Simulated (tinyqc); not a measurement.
# Isotype n-N heterojunction, non-linear Poisson equation by Newton steps, Boltzmann statistics: effect of the conduction-band offset Ec2 - Ec1

One dimension, material 1 (n-type) at x < 0 and material 2 (n-type) at x > 0. Band edges: Ec = -psi in material 1 and -psi + dEc in material 2, Ev = Ec - Eg. Equilibrium, Fermi level at 0. n = Nc F((EFn - Ec)/Vt), p = Nv F((Ev - EFp)/Vt), with F(eta) = exp(eta) (Boltzmann statistics); full ionisation, no interface charge, classical densities; the doping types are chosen for the exercise.

Exact first integral: on each side D^2/(2 eps0 er) = G, G = q [Vt (nI_j - nI_b) + Vt (pI_j - pI_b) - C (psi_j - psi_b)], with C = +N1 or +N2, b the neutral end of that side, and nI, pI the densities themselves. D is continuous, so er1 G1(psi_j) = er2 G2(psi_j) fixes psi_j. Ends from Nc1 F(psi_L/Vt) = N1 and Nc2 F((V + psi_R - dEc)/Vt) = N2. D is counted positive when psi rises towards material 2.

Inputs (values chosen for the exercise); band and dielectric values close to those of InP and InAlAs:
```
symbol,value,unit,meaning
T,350,K,temperature
Eg1,1.35,eV,band gap of material 1
er1,12.6,,relative permittivity of material 1
Nc1,7.22e17,cm^-3,conduction-band density of states of material 1
Nv1,1.39e19,cm^-3,valence-band density of states of material 1
Eg2,1.47,eV,band gap of material 2
er2,12.5,,relative permittivity of material 2
Nc2,6.35e17,cm^-3,conduction-band density of states of material 2
Nv2,1.29e19,cm^-3,valence-band density of states of material 2
N1,1.6e16,cm^-3,donor density of material 1
N2,2.1e16,cm^-3,donor density of material 2
V,0,V,bias of side 1 against side 2
```

Constants: q = 1.602176634e-19 C, kB = 1.380649e-23 J/K, Vt = kB T/q, eps0 = 8.8541878128e-14 F/cm where lengths are in cm. Results are converted to the units shown.

Effect of the conduction-band offset Ec2 - Ec1:
```
dEc (eV)	psi_R - psi_L (V)	psi_j - psi_L (V)	psi_R - psi_j (V)	D/q (cm^-2)	n_j in 1 (cm^-3)	n_j in 2 (cm^-3)
-0.04	-0.02793	-0.01594	-0.01199	-2.816e10	9.433e15	3.125e16
0.04	0.05207	0.02404	0.02803	5.326e10	3.551e16	8.291e15
0.11	0.1221	0.04610	0.07597	1.183e11	7.378e16	1.691e15
0.19	0.2021	0.06201	0.1401	1.788e11	1.250e17	2.020e14
0.26	0.2721	0.07157	0.2005	2.223e11	1.717e17	2.723e13
0.34	0.3521	0.07981	0.2723	2.650e11	2.256e17	2.522e12
0.41	0.4221	0.08556	0.3365	2.981e11	2.730e17	2.997e11
0.49	0.5021	0.09104	0.4110	3.324e11	3.274e17	2.533e10
0.56	0.5721	0.09514	0.4769	3.600e11	3.751e17	2.849e9
```

As dEc goes from -0.04 to 0.56, the total bending rises from -0.0279 to 0.572 V and the sheet charge D/q rises from -2.82e10 to 3.60e11 cm^-2; the share of the bending in material 1 falls from 57.1 to 16.6 %. The alignment is staggered for dEc = -0.04, 0.19, 0.26, 0.34, 0.41, 0.49, 0.56 eV. The bending changes sign within the table: electrons move into material 1 where it is positive and into material 2 where it is negative. For dEc = 0.34, 0.41, 0.49, 0.56 a density at the interface exceeds 0.3 of the band density of states, which Boltzmann statistics overestimate.

tinyqc, about 0.02 s, one thread, Intel Xeon 2.30GHz (shared host): `OMP_NUM_THREADS=1 python tinyqc.py 2040004 2040005 out.jsonl`
